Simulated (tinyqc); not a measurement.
What each parameter does: quantum-confined Stark effect in a modulator well.

Envelopes on cells of 0.5 angstrom over the well |z| < L/2 and 45 angstrom of barrier on each side, psi = 0 beyond, psi'/m continuous (mean mass between points), c = hbar^2/2m0. The electron sees + e F z and the hole - e F z, each with its offset in the barriers; 1 kV/cm = 1e-5 eV/angstrom. Light holes, band mixing and escape by tunnelling are left out.

Exciton: in-plane function exp(-rho/lam), 1/mu = 1/me + 1/mp, E(lam) = c/(mu lam^2) - (q/eps) times the integral over k of Fm(k)(1 + (k lam/2)^2)^(-3/2), Fm(k) the double integral of psi_e^2 psi_h^2 exp(-k |z - z'|), q = e^2/(4 pi eps0); binding Eb = -E at the minimum. Line at Eg + E_e + E_h - Eb, strength proportional to overlap^2/lam^2.

Constants: hbar^2/2m0 = 3.80998211 eV angstrom^2; e^2/(4 pi eps0) = 14.39964547 eV angstrom; hc = 1239.841984 eV nm.

Values chosen for the exercise (near those of a GaAs well in AlGaAs; the results hold for these values, not for the real material): L = 98 angstrom (well width); Vc = 0.258 eV (conduction offset); Vv = 0.13 eV (heavy-hole offset); me = 0.0654 m0 (electron, well); meb = 0.0917 m0 (electron, barrier); mh = 0.334 m0 (heavy hole along z, well); mhb = 0.396 m0 (heavy hole, barrier); Eg = 1.427 eV (gap of the well); mp = 0.159 m0 (heavy hole in the plane); eps = 12.4 (dielectric constant); F = 68 kV/cm (field).

Zero-field line, shift at F, overlap^2 and Eb at F.

One parameter was then changed.

Results before and after:

| case | line (nm) | shift (meV) | overlap^2 | Eb (meV) |
|---|---|---|---|---|
| base | 850.2 | -9.74 | 0.627 | 7.87 |
| changed | 849.6 | -9.50 | 0.651 | 7.88 |

Which of these changes was made? (a) mh = 0.284 m0; (b) eps = 11.2; (c) L = 88 angstrom; (d) Vv = 0.163 eV; (e) Vc = 0.206 eV; (f) me = 0.0752 m0; (g) F = 54 kV/cm.

Answer: (a) mh = 0.284 m0. Of the candidates, run in turn, only this one gives the changed row.

All candidates:

| case | line (nm) | shift (meV) | overlap^2 | Eb (meV) |
|---|---|---|---|---|
| base | 850.2 | -9.74 | 0.627 | 7.87 |
| L = 88 angstrom | 846.3 | -7.33 | 0.729 | 8.39 |
| F = 54 kV/cm | 850.2 | -6.30 | 0.724 | 8.13 |
| Vc = 0.206 eV | 851.2 | -10.11 | 0.610 | 7.77 |
| Vv = 0.163 eV | 850.0 | -9.26 | 0.645 | 7.96 |
| me = 0.0752 m0 | 851.8 | -9.68 | 0.617 | 8.35 |
| mh = 0.284 m0 | 849.6 | -9.50 | 0.651 | 7.88 |
| eps = 11.2 | 851.1 | -9.54 | 0.627 | 9.26 |

Program tinyqc; command `OMP_NUM_THREADS=1 python tinyqc.py 1282459 1282460 out.jsonl`; about 0.3 s on one thread of a shared Intel(R) Xeon(R) Processor @ 2.30GHz.
